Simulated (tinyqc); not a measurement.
Mass from the capacitance plateau.

Problem. Once one two-dimensional band is degenerate, Cq = q gv md m0 q/(pi hbar^2) and 1/C_G = 1/Cox + 1/Cq (no traps). Find Cq, md and the oxide-equivalent thickness 3.9 eps0/Cq that it adds.

Values chosen for this exercise:
```
symbol,value,unit,meaning
gv,2,,valley degeneracy
```

Constants: q = 1.602176634e-19 C, hbar = 1.054571817e-34 J s, m0 = 9.1093837015e-31 kg, eps0 = 8.8541878128e-14 F/cm where lengths are in cm. Results are converted to the units shown.

C_G on the plateau = 1.2902525 uF/cm^2
Cox = 1.3281282 uF/cm^2

Solution. Removing Cox from the series leaves Cq, which is proportional to gv md.

Cq = 45.24 uF/cm^2
md = 0.3380 m0
added thickness = 0.07632 nm

Computed by the program tinyqc: `OMP_NUM_THREADS=1 python tinyqc.py 2200045 2200046 out.jsonl`, one thread of a shared Intel Xeon 2.30GHz, about 0.01 s for the whole run.
